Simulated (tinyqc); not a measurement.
Worked calculation: extended Hueckel theory, for H4-. The parameters take no account of the charge, which enters only through the electron count, and nothing here shows that the anion is bound. One step of it, computed by the program tinyqc.

Problem. Mulliken analysis. P = C n C^T; charge = valence electrons (H 1) minus the sum of (P S)_ii on the atom; overlap population = 2 sum P_ij S_ij between two atoms.

coefficients:
```
            MO1        MO2        MO3        MO4
1H 1s  0.337169   0.576282   0.588517   0.875302
2H 1s  0.337169   0.576282  -0.588517  -0.875302
3H 1s  0.337169  -0.576282   0.588517  -0.875302
4H 1s  0.337169  -0.576282  -0.588517   0.875302
```

occupations: 2.000000  2.000000  1.000000  0.000000

overlap S, lower triangle:
```
          1H 1s     2H 1s     3H 1s     4H 1s
1H 1s  1.000000
2H 1s  0.475943  1.000000
3H 1s  0.460456  0.262705  1.000000
4H 1s  0.262705  0.460456  0.475943  1.000000
```

Give: charges; Overlap populations.

Solution.

charges: 1H -0.2500, 2H -0.2500, 3H -0.2500, 4H -0.2500

Overlap populations:
```
pair      value
2-1    0.518983
3-1   -0.083329
3-2   -0.411496
4-1   -0.411496
4-2   -0.083329
4-3    0.518983
```
